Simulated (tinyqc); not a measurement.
# Off-state leakage of single and stacked transistors, step by step

Numbers from tinyqc (`OMP_NUM_THREADS=1 python tinyqc.py 2242249 2242250 out.jsonl`; about 0.04 s on one thread of a shared Intel Xeon 2.30GHz). Printed values are rounded.

n-channel devices of unit width. Subthreshold current I(Vg, Vs, Vd) = I0 (T/300 K)^0.5 exp[(Vg - Vs - VT(T) - gb (Vs - Vb) + dd (Vd - Vs))/(nf Vt)] (1 - exp(-(Vd - Vs)/Vt)), VT(T) = VT - cT (T - 300 K). Gate-edge tunnelling Ig (Vd/1 V) exp(ag (Vd - 1 V)), for a gate at 0 V, and band-to-band leakage Ab u exp(-Bb/u), u = Vd - Vb + 1 V, flow at a drain held at V; both are taken as independent of T. In a stack of off transistors (all gates at 0 V) the same subthreshold current passes through each.

Inputs (values chosen for the exercise); values of the order met in bulk silicon logic transistors:
```
symbol,value,unit,meaning
T,358,K,temperature
V,1.2,V,supply voltage
VT,0.27,V,"threshold at 300 K, zero drain and body bias"
cT,0.6,mV/K,fall of the threshold with temperature
I0,0.13,uA/um,current at threshold at 300 K
nf,1.21,,slope factor
dd,0.06,,drain-induced lowering per volt
gb,0.25,,rise of the threshold per volt of source-body bias
Ig,0.0003,uA/um,gate-edge tunnelling current at 1 V
ag,3.1,1/V,exponential slope of the gate current
Ab,30,uA/(um V),prefactor of band-to-band leakage at the drain
Bb,28,V,its exponential voltage
Vb,0,V,body voltage
```

Constants: q = 1.602176634e-19 C, kB = 1.380649e-23 J/K, Vt = kB T/q. Results are converted to the units shown.

## Leakage of one transistor

Vg = Vs = 0, Vd = V; effective threshold VT(T) - gb Vb - dd V.

effective threshold = 0.1632 V
parts (nA/um): subthreshold 1.79306, gate edge 0.669214, band-to-band 0.195956
total = 2.65823 nA/um
shares (%): subthreshold 67.4531, gate edge 25.1752, band-to-band 7.37169

The subthreshold part is the largest.

## Starting value

Vx = dd V/(1 + gb + 2 dd), the solution for Vx well above Vt, rounded to three decimals.

Vx at the start = 0.053 V

## Iteration 1: new Vx

Stack of two, Vx the node between them: I_low = I(0, 0, Vx), I_up = I(0, Vx, V), f = ln(I_up/I_low), f' = -(1 + gb + 2 dd)/(nf Vt) - 1/(Vt (exp(Vx/Vt) - 1)) - 1/(Vt (exp((V - Vx)/Vt) - 1)), Vx(new) = Vx - f/f'.

I_low = 0.232827 nA/um
I_up = 0.279139 nA/um
f = 0.181411
f' = -43.7890 1/V
Vx after iteration 1 = 0.0571428 V

## Iteration 2: new Vx

As before.

I_low = 0.240823 nA/um
I_up = 0.241367 nA/um
f = 0.00225699
f' = -42.7326 1/V
Vx after iteration 2 = 0.0571957 V

## Course of the iteration

Stop when the step is below 1e-11 V, or after 40 iterations.

Course of the iteration:

| iteration | Vx before the step (V) | step (V) |
|---|---|---|
| 1 | 0.053 | 4.14e-3 |
| 2 | 0.0571428 | 5.28e-5 |
| 3 | 0.0571957 | 7.57e-9 |
| 4 | 0.0571957 | < 1e-15 |

Converged in 4 iterations. The subthreshold current of the stack is 0.2409 nA/um, 7.44 times less than that of one transistor (the drain leakage is unchanged); the estimate exp[dd V (1 + gb + dd)/((1 + gb + 2 dd) nf Vt)] gives 6.32.
